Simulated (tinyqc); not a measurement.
# Inputs raised by 2 %, one at a time

Model: lateral field, substrate current, probability of reaching the oxide barrier and hot-carrier lifetime of a silicon transistor (pseudo-two-dimensional and lucky-electron models). Computed by tinyqc, a small Python program. Command: `OMP_NUM_THREADS=1 python tinyqc.py 3003725 3003726 out.jsonl hotcar sens`. One thread of a shared host (Intel(R) Xeon(R) Processor @ 2.30GHz), about 0.01 s of CPU time with the checks.

Local-field models: a lucky carrier gains its energy at the peak field over a path free of collisions. Voltages are magnitudes.

Inputs (values chosen for the exercise, modelled on a silicon n-channel): channel length L = 1300 nm; oxide thickness t = 34 nm; junction depth x_j = 310 nm; mobility mu = 350 cm^2/(V s); saturation velocity v_s = 0.89 1e7 cm/s; threshold voltage V_T = 0.78 V; gate voltage V_G = 3.3 V; drain voltage V_D = 7 V; ionisation prefactor A_i = 1.8e+06 1/cm; ionisation field B_i = 1.72 MV/cm; hot-carrier mean free path lambda = 8.6 nm; oxide barrier phi_b = 3.1 eV; interface-trap threshold phi_it = 3.7 eV; lifetime constant H = 700 s microampere/micrometre.

Drain: abrupt.

Constants: eps_0 = 8.8541878128e-12 F/m.

Method:
- C_ox = 3.9 eps_0/t; F_sat = 2 v_s/mu; V_Dsat = V_ov F_sat L/(V_ov + F_sat L), V_ov = V_G - V_T; I_D/W = C_ox v_s (V_ov - V_Dsat).
- Scale length l = 0.22 t^(1/3) x_j^(1/2) (all in cm); F_m = sqrt(((V_D - V_Dsat)/l_e)^2 + F_sat^2), with l_e = l; length of the velocity-saturated region l_e ln((V_D - V_Dsat)/(l_e F_sat) + F_m/F_sat).
- Substrate current I_sub/I_D = (A_i/B_i)(V_D - V_Dsat) exp(-B_i/F_m); probability of reaching the oxide barrier exp(-phi_b/(e lambda F_m)); lifetime tau = (H/(I_D/W)) exp(phi_it/(e lambda F_m)).
- V_10 solves tau = 3.156e8 s at the given V_G. The extrapolation fits ln(tau) against 1/V_D at 1, 1.08, 1.16 and 1.25 times the given V_D (rounded to 3 digits) by least squares and reads off the same tau.

Runs; columns: (1) input moved; (2) from; (3) to; (4) peak field F_m (kV/cm); (5) substrate current I_sub/W (microampere/micrometre); (6) drain current I_D/W (microampere/micrometre); (7) ten-year drain voltage V_10 (V):
```
(1)                            (2)     (3)    (4)     (5)    (6)    (7)
base run                         -       -  285.6  0.8244  62.86  6.347
channel length L (nm)         1300    1326  285.0  0.8020  61.96  6.360
oxide thickness t (nm)          34   34.68  283.7  0.7776  61.63  6.382
junction depth x_j (nm)        310   316.2  282.8  0.7779  62.86  6.392
drain voltage V_D (V)            7    7.14  293.0  0.9875  62.86  6.347
ionisation field B_i (MV/cm)  1.72  1.7544  285.6  0.7165  62.86  6.347
mobility mu (cm^2/(V s))       350     357  285.9  0.8443  63.77  6.336
threshold voltage V_T (V)     0.78  0.7956  286.0  0.8245  62.19  6.341
```

Exponents ln(y'/y) / ln(x'/x):
```
input                  peak field F_m  substrate current I_sub/W  drain current I_D/W  ten-year drain voltage V_10
channel length L               -0.094                     -1.389               -0.726                        0.110
oxide thickness t              -0.323                     -2.950               -1.000                        0.281
junction depth x_j             -0.484                     -2.929                0.000                        0.357
drain voltage V_D               1.306                      9.115                0.000                        0.000
ionisation field B_i            0.000                     -7.083                0.000                        0.000
mobility mu                     0.064                      1.202                0.722                       -0.081
threshold voltage V_T           0.077                      0.005               -0.541                       -0.042
```

To which inputs is each result most sensitive?

Among the inputs moved here: peak field F_m answers most in size to drain voltage V_D (exponent +1.306), next to junction depth x_j (-0.484); its exponent is below 0.0005 for ionisation field B_i. Its exponent -0.323 in oxide thickness t: l grows as t^(1/3). Its exponent -0.484 in junction depth x_j: l grows as x_j^(1/2). Substrate current I_sub/W answers most in size to drain voltage V_D (exponent +9.115), next to ionisation field B_i (-7.083). Drain current I_D/W answers most in size to oxide thickness t (exponent -1.000), next to channel length L (-0.726); its exponent is below 0.0005 for junction depth x_j, drain voltage V_D, ionisation field B_i. Its exponent -1.000 in oxide thickness t: the current follows C_ox. Ten-year drain voltage V_10 answers most in size to junction depth x_j (exponent +0.357), next to oxide thickness t (+0.281); its exponent is below 0.0005 for drain voltage V_D, ionisation field B_i.

Extremes, crossings and ranges named in words are read from the listed rows.
